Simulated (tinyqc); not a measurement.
Worked calculation: Kronig-Penney superlattice by transfer matrices. Values are carried at full precision from step to step, so a last printed digit may differ when a step is redone from the rounded ones.

Wells (width a, potential 0, mass mw) alternate with barriers (width b, height V0, mass mb); period d = a + b; c = hbar^2/2m0. The vector (psi, psi'/m) is continuous, and a layer of thickness t carries it by M = [[cos kt, (m/k) sin kt], [-(k/m) sin kt, cos kt]] with k = sqrt(m (E - V)/c); for E < V, k = i kappa gives [[cosh, (m/kappa) sinh], [(kappa/m) sinh, cosh]] of kappa t. A Bloch state obeys cos(q d) = tr(Mb Mw)/2.

Constants: hbar^2/2m0 = 3.80998211 eV angstrom^2; hbar = 6.58211957e-16 eV s.

Parameters, chosen for this exercise (near those of an InGaAs superlattice with barriers of InAlAs; shifted at random, so the results belong to these values and not to a real crystal):
- a = 50 angstrom (well width)
- b = 24 angstrom (barrier width)
- V0 = 0.534 eV (barrier height)
- mw = 0.041 m0 (mass in the wells)
- mb = 0.074 m0 (mass in the barriers)
- E = 0.1246 eV (trial energy)
- F = 2 kV/cm (field along the axis)

## Layer matrices at one energy

Form the matrix of the well and of the barrier at E.

k in the well = 0.03662 1/angstrom
kappa in the barrier = 0.08917 1/angstrom

Mw (angstrom units):
```
          1         2
1  -0.25716    1.0820
2  -0.86308  -0.25716
```

Mb (angstrom units):
```
        1       2
1  4.3091  3.4783
2  5.0508  4.3091
```

## The matrix of one period

Multiply M = Mb Mw and take half the trace. If its size is at most 1, E lies in a miniband and q d = arccos(tr M/2); otherwise the state decays by exp(-arccosh|tr M/2|) a period.

M:
```
         1       2
1  -4.1102  3.7681
2  -5.0179  4.3570
```

tr M/2 = 0.1234
q d in a band, or the decay exponent in a gap = 1.447

E lies in a miniband; det M = 1.0000, as for any such product.

## Miniband edges

The edges are the energies where tr M/2 = +1 (q = 0) or -1 (q = pi/d); the first three minibands.

Minibands:
```
band  bottom (eV)  top (eV)  width (meV)
1          0.1101    0.1478         37.7
2          0.4431    0.6232        180.0
3          0.9100    1.4376        527.7
```

1 miniband of these lies wholly below V0. The first gap is 295.3 meV wide; the single well of width a has E1 = 0.1275 eV, inside the first miniband.

## Dispersion along the axis

Solve tr M/2 = cos(q d) inside each miniband at q d/pi = 0, 1/6, ..., 1. The cosine form is E_bottom + (W/2)(1 - cos q d) with the true width W.

Energies (eV):
```
q d/pi  band 1  cosine form  band 2
0.000   0.1101       0.1101  0.6232
0.167   0.1122       0.1127  0.6044
0.333   0.1181       0.1195  0.5627
0.500   0.1268       0.1290  0.5174
0.667   0.1366       0.1384  0.4787
0.833   0.1446       0.1453  0.4525
1.000   0.1478       0.1478  0.4431
```

The cosine form, which holds for hopping between neighbouring wells alone, misses band 1 by at most 2.1 meV, 6 % of its width.

## Mass along the axis

With f(E) = tr M/2, 1 - (q d)^2/2 = 1 + f'(E_bottom)(E - E_bottom) gives m_z = -2 c f'/d^2 (f' by a central difference of 1e-6 eV at the bottom of band 1). The cosine form gives 4 c/(W d^2), W the width of band 1 between tr M/2 = +1 and -1.

f' = -65.66 1/eV
m_z = 0.09136 m0
m_z of the cosine form = 0.07387 m0
W = 37.67 meV

The mass along the axis is 2.23 times mw.

## In a field along the axis

One-band picture: ladder spacing e F d, Bloch frequency e F d/(2 pi hbar), and extent W/(e F) of a Stark state, with W the width of band 1; 1 kV/cm = 1e-5 V/angstrom.

e F d = 1.480 meV
Bloch frequency = 0.358 THz
W/(e F d) = 25.46 periods

The state spreads over about 25 periods.

## Checks

- Bottom of band 1 from 121 plane waves (the mass step taken by inverting the matrix of m) against the transfer matrix, eV: both 0.1101.

(tinyqc, `OMP_NUM_THREADS=1 python tinyqc.py 1282204 1282205 out.jsonl`, Intel(R) Xeon(R) Processor @ 2.30GHz, 1 thread, shared host, about 0.07 s.)
